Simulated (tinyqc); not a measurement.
Precursor delivery by bubblers, mass-transport growth and the solid composition of a III-V alloy: one step, computed by the program tinyqc.

1 sccm = 44.615 micromol/min; 1 torr = 133.322 Pa. The sources decompose fully at the surface.

Task: Partial pressures in the reactor. p_i = p n_i/(44615 F_t), F_t in slm; p_V = p F_V/(1000 F_t), counted per molecule supplied; V/III = 44.615 F_V/(n1 + n2); vapour fraction of source 2 = n2/(n1 + n2).

Inputs (values chosen for the exercise, modelled on triethylgallium (source 1) and trimethylindium (source 2) for the vapour pressures):

| quantity | value | unit |
|---|---|---|
| bath temperature T1 | 300 | K |
| bath temperature T2 | 291 | K |
| total flow F_t | 4.4 | slm |
| group-V flow F_V | 58 | sccm |
| reactor pressure p | 40 | torr |

molar flow 1 = 40.95482 micromol/min

molar flow 2 = 2.158684 micromol/min

Give: p_1; p_2; p_V; V/III ratio; vapour fraction of source 2.

Result:

p_1 = 0.008345 torr

p_2 = 4.399e-04 torr

p_V = 0.5273 torr

V/III ratio = 60.02

vapour fraction of source 2 = 0.05007
